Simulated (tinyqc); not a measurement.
Classical Heisenberg spin chain: exact results, Metropolis, heat-bath and over-relaxation steps, and a Monte Carlo run: one step, computed by the program tinyqc.

E = -J sum_i s_i . s_(i+1) for unit vectors s_i on an open chain; K = J/(k_B T).

Task: Four single-spin steps. The given spins are first normalised. Spins 2 and 3 are updated in turn, with h = K (sum of the two neighbours). Heat bath: cos(theta) = 1 + ln(1 - r1 (1 - exp(-2 |h|)))/|h| about n = h/|h|, azimuth 2 pi r2 = phi in the frame a = n x z/|n x z|, b = n x a: s = n cos(theta) + sin(theta)(a cos(phi) + b sin(phi)); r1, r2 are the first two numbers of the row.

Inputs (values chosen for the exercise, for a model chain of large moments): temperature T = 201 K.

Update: heat bath.

four neighbouring spins (rows; components x, y, z):
```
         1        2        3
1  -0.2319  -0.8853   0.4030
2   0.1218  -0.8034  -0.5828
3  -0.8264  -0.5345  -0.1773
4  -0.0372  -0.9988   0.0312
```

random numbers, one row a step:
```
        1       2       3
1  0.0430  0.7250  0.1007
2  0.6050  0.3597  0.1924
3  0.0218  0.2726  0.8760
4  0.1628  0.8525  0.0198
```

K = -0.5773392

Give: the table «Steps» with the columns |h|, h . s before, h . s after, move, x, y, z.

Result:

Steps:

| spin | \|h\| | h . s before | h . s after | move | x | y | z |
|---|---|---|---|---|---|---|---|
| 2 | 1.0306 | -0.50820 | 0.99239 | heat bath | 0.55711 | 0.81808 | 0.14269 |
| 3 | 0.3333 | 0.21008 | -0.01536 | heat bath | 0.05225 | -0.69075 | -0.72120 |
| 2 | 0.9341 | 0.82840 | 0.91546 | heat bath | 0.08529 | 0.99636 | -0.00001 |
| 3 | 0.0331 | 0.01056 | 0.02263 | heat bath | -0.86734 | 0.48341 | 0.11849 |
